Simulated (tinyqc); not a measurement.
Angle series: uniform film or islands? Model: X-ray photoelectron analysis of a thin oxide on a semiconductor: attenuation lengths, thickness, angle series and band offsets. Computed by tinyqc, a small Python program. Command: `OMP_NUM_THREADS=1 python tinyqc.py 3114177 3114178 out.jsonl xps walk`. One thread of a shared host (Intel(R) Xeon(R) Processor @ 2.30GHz), about 0.01 s of CPU time with the checks.

The same element is seen in the oxide and in the substrate, at nearly the same kinetic energy; films are flat and uniform, and the work function is ignored.

Inputs (values chosen for the exercise, modelled on SiO2 on 4H-SiC):
```
quantity                                          value     unit
photon energy                                      2000       eV
binding energy of the core level                  100.5       eV
oxide density                                      2.24   g/cm^3
oxide formula mass                                60.08    g/mol
valence electrons per oxide formula                  16        -
oxide gap                                          9.04       eV
substrate density                                  3.21   g/cm^3
substrate formula mass                             40.1    g/mol
valence electrons per substrate formula               8        -
substrate gap                                      3.26       eV
oxide thickness d                                   1.5       nm
emission angle from the normal                       60  degrees
attenuation length over inelastic mean free path   0.94        -
carbon overlayer                                   0.35       nm
```

Method:
- TPP-2M: lambda = E/(E_p^2 [b ln(c E) - C/E + D/E^2]) in angstrom, E_p = 28.8 sqrt(N_v rho/M), b = -0.10 + 0.944/sqrt(E_p^2 + E_g^2) + 0.069 rho^0.1, c = 0.191/sqrt(rho), U = N_v rho/M, C = 1.97 - 0.91 U, D = 53.4 - 20.8 U, with E = photon energy less binding energy in eV.
- Attenuation length L = factor x lambda.
- R_0 = (rho_o/M_o) L_o/((rho_s/M_s) L_s); peak ratio R = I_ox/I_sub = R_0 [exp(d/(L_o cos theta)) - 1]; hence d = L_o cos theta ln(1 + R/R_0). A carbon layer weakens both peaks alike, by exp(-d_C/(L_o cos theta)) if its L is taken equal to L_o. This R_0 leaves out intrinsic losses from the substrate peak, so calibrated values can be larger.
- Islands: half of the surface carries 2 d and half none, R = R_0 (1/2)(1 - t)/(1/2 + t/2) with t = exp(-2 d/(L_o cos theta)); the apparent thickness is read with the uniform formula.

R_0 = 0.621316

L in the oxide = 4.70253 nm

Against the angle:
```
theta (degrees)  R, uniform  R, islands  apparent d, islands (nm)
0                    0.2334     0.19173                    1.2647
20                   0.2511     0.20316                    1.2502
35                   0.2958     0.23041                    1.2150
45                   0.3542     0.26270                    1.1726
55                   0.4622     0.31382                    1.1028
65                   0.7003     0.39639                    0.9807
75                   1.5095     0.52395                    0.7443
```

What follows from these numbers?

A uniform film gives d = 1.5 nm at every angle. The island film of the same volume reads 1.26 nm at normal emission and 0.744 nm at 75 degrees; its ratio cannot pass R_0, since the bare half always shows the substrate. Caution: beyond about 60 degrees elastic scattering and roughness make a single attenuation length unreliable.

Extremes, crossings and ranges named in words are read from the listed rows.
